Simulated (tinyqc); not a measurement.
Worked calculation: tight binding, honeycomb lattice. Computed by tinyqc, a small Python program that keeps every step. Settings: t1 = 0.91, t2 = 0.08, phi = 1.57, delta = 2.09, points = 7. Command: `OMP_NUM_THREADS=1 python tinyqc.py 21916 21917 out.jsonl` (the two numbers bound the seeds that draw the settings). One thread of a shared host (Intel(R) Xeon(R) Processor @ 2.60GHz), about 0.01 s of CPU time with the checks.

## Bloch Hamiltonian at k

Parameters chosen for this model:
```
parameter     value                        unit
t1         0.910000                 eV, nearest
t2         0.080000       eV, second neighbours
phi        1.570000  rad, phase of t2 (Haldane)
delta      2.090000          eV, +/- on A and B
```

k point k (fractions of the reciprocal vectors): [0.440000, -0.170000]

H_AB = -t1 (1 + exp(-i k.a1) + exp(-i k.a2)); H_AA = delta - 2 t2 sum cos(k.b + phi), H_BB = -delta - 2 t2 sum cos(k.b - phi), b = a1, a2 - a1, -a2.

H(k) at k (eV), order A, B:
$$\begin{pmatrix}
2.391252 & -0.502299-0.462446i \\
-0.502299+0.462446i & -2.390941
\end{pmatrix}$$

## Levels at k

Diagonalise the Hermitian matrix.

eigenvalues (eV): [-2.486510, 2.486821]

weights |c|^2 of the basis functions, order A, B:
$$\begin{pmatrix}
0.019216 & 0.980784 \\
0.980784 & 0.019216
\end{pmatrix}$$

## Bloch Hamiltonian at K

k point K (fractions of the reciprocal vectors): [0.333333, 0.666667]

As before.

H(k) at K (eV), order A, B:
$$\begin{pmatrix}
2.505883 & 0.000000 \\
0.000000 & -2.505501
\end{pmatrix}$$

## Levels at K

As before.

eigenvalues (eV): [-2.505501, 2.505883]

weights |c|^2 of the basis functions, order A, B:
$$\begin{pmatrix}
0.000000 & 1.000000 \\
1.000000 & 0.000000
\end{pmatrix}$$

## Bands along a path

The same steps at evenly spaced points between the labelled ones.

Bands along the path (eV):
```
k             band 1    band 2
G          -3.438550  3.437786
G-K 0.33   -3.143609  3.143174
G-K 0.67   -2.650891  2.651042
K          -2.505501  2.505883
K-M 0.33   -2.500415  2.500761
K-M 0.67   -2.437262  2.437545
M          -2.279390  2.279645
M-K' 0.33  -2.040978  2.041262
M-K' 0.67  -1.793169  1.793516
K'         -1.674117  1.674499
```

With 1 band(s) filled, the highest filled level on these points lies at K' and the lowest empty one at K': a gap of 3.3486 eV, direct.

## Chern number of the lower band

On a 7 x 7 mesh, the phase of the product of overlaps around each plaquette (k1 then k2); the sum over 2 pi is an integer.

plaquette phases (rad):
$$\begin{pmatrix}
0.000000 & -0.018798 & -0.037109 & -0.027761 & 0.016502 & 0.031409 & 0.018280 \\
0.018367 & -0.005430 & -0.032453 & -0.047314 & -0.022502 & 0.018495 & 0.031409 \\
0.036526 & 0.023466 & -0.011999 & -0.044651 & -0.049745 & -0.022502 & 0.016502 \\
0.017155 & 0.062192 & 0.043630 & -0.013769 & -0.044651 & -0.047314 & -0.027761 \\
-0.025337 & 0.031985 & 0.094946 & 0.043630 & -0.011999 & -0.032453 & -0.037109 \\
-0.025423 & -0.019835 & 0.031985 & 0.062192 & 0.023466 & -0.005430 & -0.018798 \\
-0.013281 & -0.025423 & -0.025337 & 0.017155 & 0.036526 & 0.018367 & 0.000000
\end{pmatrix}$$

Chern number = 0.000000
